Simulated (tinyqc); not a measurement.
# Ground and coupling capacitance from two measurements

Question. A line has Cg to the planes and Cc to each of two neighbours. Find Cg, Cc, the load when both neighbours switch in antiphase, and the pulse on the line when it floats and both neighbours swing by Vx.

Values chosen for this exercise:
- Vx = 0.8 V (swing)

capacitance with neighbours driven alike and with neighbours grounded (aF/um): [87, 237]

Solution. Driven alike, Cc carries no charge, which leaves Cg; grounded neighbours give Cg + 2 Cc, antiphase Cg + 4 Cc; a floating line divides the swing as 2 Cc/(Cg + 2 Cc).

Cg = 87.00 aF/um
Cc = 75.00 aF/um
load in antiphase = 387.0 aF/um
pulse = 0.5063 V

Program tinyqc, `OMP_NUM_THREADS=1 python tinyqc.py 2790128 2790129 out.jsonl`; Intel Xeon 2.30GHz, shared host, one thread, about 0.7 s.
